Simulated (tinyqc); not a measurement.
Stretching all distances: RHF, UHF, MP2, CISD and CCSD against full CI in the 3-21g basis, for H2, spin multiplicity 1. Computed by the program tinyqc with PySCF. All coordinates are multiplied by the scale. c0^2 is the weight of the RHF determinant in the lowest singlet FCI state (UHF is spin-contaminated and may lie near states of higher spin) and n(LUMO) the first natural occupation beyond the occupied space.

Geometry (angstrom):
```
atom       x       y       z
H     0.0000  0.0000  0.0000
H     0.0000  0.0000  0.7300
```

Full CI energy (hartree) and errors against it (kcal/mol):
```
scale   distance 1-2 (angstrom)     E(FCI)      RHF      UHF      MP2    CISD    CCSD  <S^2> UHF    c0^2  n(LUMO)
0.8800                   0.6424  -1.138197  14.4189  14.4189   4.1199  0.0000  0.0000     0.0000  0.9885   0.0172
1.1900                   0.8687  -1.140690  17.5000  17.5000   5.8278  0.0000  0.0000     0.0000  0.9800   0.0363
1.5000                   1.0950  -1.108482  22.2387  22.2387   8.7187  0.0000  0.0000     0.0000  0.9631   0.0711
1.8100                   1.3213  -1.073869  29.2481  25.9156  13.0862  0.0000  0.0000     0.3328  0.9340   0.1292
2.1200                   1.5476  -1.045028  38.7699  20.8721  19.0067  0.0000  0.0000     0.6578  0.8894   0.2174
2.4300                   1.7739  -1.023903  50.6540  13.8718  26.2164  0.0000  0.0000     0.8247  0.8302   0.3341
2.7400                   2.0002  -1.010091  64.2036   8.2090  33.9165  0.0000  0.0000     0.9105  0.7633   0.4656
```

What does the comparison show, and why?

UHF parts from RHF first at scale 1.81 of those listed, where <S^2> leaves zero. The weight c0^2 goes from 0.99 to 0.76 and n(LUMO) from 0.02 to 0.47: static correlation grows as the bonds break into open-shell fragments. The spread of the error along the curve, which distorts its shape, is CISD 0.0, CCSD 0.0, UHF 17.7, MP2 29.8, RHF 49.8 kcal/mol. With two electrons CISD and CCSD are exact.
